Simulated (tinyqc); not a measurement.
Worked calculation: plane-wave Kohn-Sham cycle with exchange-only LDA in a layered model solid. One step of it, computed by the program tinyqc.

Question. Iteration 1: potential. V_H(G) = 4 pi rho(G)/G^2 for G != 0 (uniform background); v_x = -(3 rho/pi)^(1/3); V = V_ext + V_H + v_x; Fourier components f(G_m) = (1/N) sum_j f(x_j) exp(-i G_m x_j).

A solid whose potential varies along x alone (atomic units):
```
parameter                      value
period a                   12.100000
cross-section of the cell  34.000000
electrons per cell                 4
grid points                       16
plane waves -n..n, n               3
k points                           1
V1 in V1 cos(2 pi x/a)     -0.650000
V2 in V2 cos(4 pi x/a)     -0.220000
```

density at the start, on the grid x_j = j a/N (e/bohr^3): [0.00972290, 0.00972290, 0.00972290, 0.00972290, 0.00972290, 0.00972290, 0.00972290, 0.00972290, 0.00972290, 0.00972290, 0.00972290, 0.00972290, 0.00972290, 0.00972290, 0.00972290, 0.00972290]

Give: Potentials on the grid; V(G_m), m = 0, 1, 2, ....

Answer.

Potentials on the grid (hartree):
```
x          V_ext     V_H      v_x        V
0.0000   -0.8700  0.0000  -0.2102  -1.0802
0.7562   -0.7561  0.0000  -0.2102  -0.9663
1.5125   -0.4596  0.0000  -0.2102  -0.6698
2.2687   -0.0932  0.0000  -0.2102  -0.3034
3.0250    0.2200  0.0000  -0.2102   0.0098
3.7812    0.4043  0.0000  -0.2102   0.1941
4.5375    0.4596  0.0000  -0.2102   0.2494
5.2938    0.4450  0.0000  -0.2102   0.2348
6.0500    0.4300  0.0000  -0.2102   0.2198
6.8063    0.4450  0.0000  -0.2102   0.2348
7.5625    0.4596  0.0000  -0.2102   0.2494
8.3187    0.4043  0.0000  -0.2102   0.1941
9.0750    0.2200  0.0000  -0.2102   0.0098
9.8313   -0.0932  0.0000  -0.2102  -0.3034
10.5875  -0.4596  0.0000  -0.2102  -0.6698
11.3438  -0.7561  0.0000  -0.2102  -0.9663
```

V(G_m), m = 0, 1, 2, ... (hartree): [-0.2102, -0.3250, -0.1100, 0.0000, 0.0000, 0.0000, 0.0000]
